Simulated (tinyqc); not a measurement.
From results back to parameters: donor-acceptor pair recombination. Three cases, with inputs chosen for the exercise.

Problem. The lines of two shells were computed from hidden eps and ED + EA.

h nu = Eg - ED - EA + q/(eps R), q = e^2/(4 pi eps0); shell j lies at R = a_lat sqrt(j/2) for the same sublattice and a_lat sqrt(j/2 - 5/16) for opposite ones (on the same sublattice shells 14, 30, 46, 56, 62, ... are empty, where 2j has the form 4^a (8b + 7)); rate W = W0 exp(-2R/aD) with the donor radius aD = q/(2 eps ED). Polarisation and overlap terms, which matter for close pairs, are left out.

Constants: e^2/(4 pi eps0) = 14.39964547 eV angstrom.

Find: R; eps; ED + EA.

Method. h nu against 1/R is a line of slope q/eps and intercept Eg - ED - EA.

Case 1.

Values chosen (near those of impurities in Ge; shifted at random, so the results belong to these values and not to a real crystal): a_lat = 5.658 angstrom (lattice constant); Eg = 0.738 eV (gap); kind = same (sublattices of donor and acceptor); j12 = (252, 969) (two shells).

h nu (eV): 0.729041  0.721964

Solution.

R (angstrom): 63.51  124.54

eps = 15.7
ED + EA = 23 meV

Case 2.

Values chosen (near those of impurities in InP; shifted at random, so the results belong to these values and not to a real crystal): a_lat = 5.869 angstrom (lattice constant); Eg = 1.413 eV (gap); kind = opposite (sublattices of donor and acceptor); j12 = (1072, 2403) (two shells).

h nu (eV): 1.365018  1.362155

Solution.

R (angstrom): 135.84  203.41

eps = 12.3
ED + EA = 57 meV

Case 3.

Values chosen (near those of impurities in Si; shifted at random, so the results belong to these values and not to a real crystal): a_lat = 5.431 angstrom (lattice constant); Eg = 1.162 eV (gap); kind = opposite (sublattices of donor and acceptor); j12 = (144, 553) (two shells).

h nu (eV): 1.092965  1.079836

Solution.

R (angstrom): 45.98  90.26

eps = 11.7
ED + EA = 96 meV

Computed by tinyqc, one run a case: `OMP_NUM_THREADS=1 python tinyqc.py N N+1 out.jsonl` with N = 1282334, 1282453, 1282465; one thread of a shared Intel(R) Xeon(R) Processor @ 2.30GHz, about 0.05 s a run at most.
